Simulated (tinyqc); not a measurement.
Inside a calculation. Method: Jacobi rotations on a symmetric matrix. One step of it, computed by the program tinyqc.

Problem. Jacobi rotation 2. Take the largest off-diagonal element A_pq; tan 2 theta = 2 A_pq / (A_qq - A_pp) with |theta| <= pi/4; A' = J^T A J with J_pp = J_qq = cos, J_pq = sin, J_qp = -sin.

A', lower triangle:
```
,1,2,3
1,0.383275
2,0.012996,0.744000
3,0.000000,0.001056,1.056725
```

Give: p, q, theta; A'.

Solution.

p, q, theta (rad): 1.0000  2.0000  0.0360

A', lower triangle:
```
,1,2,3
1,0.3828
2,0.0000,0.7445
3,0.0000,0.0011,1.0567
```
